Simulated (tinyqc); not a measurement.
# Diffused layer (Gaussian), carriers, mobility and sheet resistance: effect of the peak chemical concentration

A p-type layer from the surface x = 0 to the junction xj, N(x) = N0 exp(-(x/Ld)^2). Local neutrality (no depletion at surface or junction, no spilling of carriers), intrinsic carriers neglected, full ionisation of active dopants.

xj = Ld sqrt(ln(N0/Nb)). Active dopant A = min(N, Ns); p = A - Nb; mobility mu = m1 + (m2 (T/300 K)^(-bt) - m1)/(1 + ((A + Nb)/Nr)^am). Dose = integral of N, carrier sheet density = integral of p, 1/Rs = q integral of p mu, mean mobility 1/(q Rs sheet density), Hall mobility (unit Hall factor) = integral of p mu^2 over integral of p mu, Hall sheet density = (integral of p mu)^2/integral of p mu^2; all from 0 to xj. Integrals on 4000 steps.

Values chosen for this exercise; values close to those of boron in silicon over an n-type background:
```
symbol,value,unit,meaning
T,300,K,temperature
Nb,1.2e14,cm^-3,background doping of the opposite type
m1,44,cm^2/(V s),mobility limit at high doping
m2,478,cm^2/(V s),"mobility limit at low doping, at 300 K"
Nr,2.21e17,cm^-3,reference doping of the mobility law
am,0.735,,exponent of the mobility law
bt,2.4,,temperature exponent of m2
Ns,2.04e20,cm^-3,solubility limit of active dopant
Ld,9.3,nm,diffusion length 2 sqrt(D t)
```

Constants: q = 1.602176634e-19 C. Results are converted to the units shown.

Result of one run:
```
N0 (cm^-3),xj (nm),dose (cm^-2),carriers (cm^-2),Rs (ohm/square),mean mobility (cm^2/(V s)),Rs xj (ohm nm),Hall/true sheet density
8e20,36.86,6.594e14,2.866e14,455.4,47.82,1.679e4,0.9845
```

What becomes of these results when the peak chemical concentration N0 is changed from 8e20 to 2.7e17 cm^-3, all else the same?

Result of the changed run:
```
N0 (cm^-3),xj (nm),dose (cm^-2),carriers (cm^-2),Rs (ohm/square),mean mobility (cm^2/(V s)),Rs xj (ohm nm),Hall/true sheet density
2.7e17,25.84,2.225e11,2.222e11,9.983e4,281.4,2.579e6,0.9754
```

The whole series:
```
N0 (cm^-3),xj (nm),dose (cm^-2),carriers (cm^-2),Rs (ohm/square),mean mobility (cm^2/(V s)),Rs xj (ohm nm),Hall/true sheet density
2.7e17,25.84,2.225e11,2.222e11,9.983e4,281.4,2.579e6,0.9754
7.3e17,27.45,6.016e11,6.013e11,5.007e4,207.3,1.375e6,0.9460
2e18,29.00,1.648e12,1.648e12,2.624e4,144.3,7.608e5,0.9095
5.4e18,30.44,4.451e12,4.450e12,1.386e4,101.2,4.220e5,0.8865
1.5e19,31.86,1.236e13,1.236e13,6804,74.20,2.168e5,0.8930
4e19,33.16,3.297e13,3.297e13,3168,59.77,1.051e5,0.9231
1.1e20,34.46,9.066e13,9.066e13,1327,51.87,4.573e4,0.9574
2.9e20,35.65,2.390e14,2.085e14,617.6,48.47,2.202e4,0.9779
8e20,36.86,6.594e14,2.866e14,455.4,47.82,1.679e4,0.9845
```

As N0 goes from 2.7e17 to 8e20, xj rises from 25.8 to 36.9 nm, Rs falls from 99800 to 455 ohm/square, the mean mobility falls from 281 to 47.8 cm^2/(V s) and the share of the dose that conducts goes from 99.9 through a maximum of 100 (at N0 = 4e19 and 1.1e20 among the rows listed) to 43.5 %. Rs goes as dose^(-0.69) at the low end and dose^(-0.30) at the high end; constant mobility and activation would give -1. Above N0 = Ns = 2.04e20 cm^-3 added dopant only widens the clipped top. For N0 = 2.7e17 depletion at the junction, left out, would remove a tenth of the carriers or more.

Computed by the program tinyqc: `OMP_NUM_THREADS=1 python tinyqc.py 2110128 2110129 out.jsonl`, one thread of a shared Intel Xeon 2.30GHz, about 0.01 s for the whole run.
